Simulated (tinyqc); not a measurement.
Geometry optimisation on the unrestricted PBE/sto-6g surface (energies and gradients from PySCF), for H4, spin multiplicity 3, step by step. The optimisation ends on separated fragments, where the gradient is small because the surface is flat. One step of it, computed by the program tinyqc.

Task: Step 2: move. Quasi-Newton step p = -H^(-1) g (the inverse Hessian comes from BFGS updates; coordinates in the order x, y, z of each atom); steps longer than 0.5 bohr are cut back (factor 0.247 here).

positions after step 1 (bohr):
```
            x          y          z
1H   0.062028  -0.025107  -0.242642
2H   0.024932   0.025198   1.712755
3H   0.005584   0.071071   2.813035
4H  -0.067978  -0.052264   4.895251
```

gradient (hartree/bohr):
```
              x            y            z
1H  -0.00179379   0.00329750   0.10009427
2H  -0.00385180   0.00524578   0.18883427
3H   0.00269932  -0.01264571  -0.19987548
4H   0.00294626   0.00410240  -0.08905312
```

inverse Hessian in use (bohr^2/hartree), lower triangle:
```
            1          2          3          4          5          6          7          8
1    6.666997
2   -0.000583   6.667677
3   -0.018252   0.032119   7.675377
4    0.000505  -0.000714  -0.026723   6.665885
5   -0.000614   0.000776   0.031840   0.001745   6.663171
6   -0.024044   0.033105   1.266050   0.044891  -0.096388   4.125021
7   -0.000284   0.000316   0.014466   0.001185  -0.002270  -0.064441   6.665222
8    0.001982  -0.003202  -0.107602   0.000408   0.000850  -0.006414   0.001029   6.674139
9    0.025779  -0.035913  -1.360276  -0.044494   0.097062   2.533905   0.065300   0.013024
10  -0.000551   0.000981   0.030509  -0.000909   0.001138   0.043594   0.000544  -0.003420
11  -0.000786   0.001416   0.043643  -0.001439   0.001870   0.069697   0.000924  -0.005120
12   0.016517  -0.029312  -0.914485   0.026325  -0.032514  -1.258308  -0.015325   0.100993

            9         10         11        12
9    4.146348
10  -0.046585   6.667583
11  -0.074173   0.001301   6.668501
12   1.346690  -0.027517  -0.039167  7.492770
```

Give: positions after step 2.

Result:

positions after step 2 (bohr):
```
          x        y        z
1H   0.0682  -0.0353  -0.5786
2H   0.0282   0.0244   1.5868
3H   0.0067   0.0977   2.9625
4H  -0.0785  -0.0679   5.2078
```
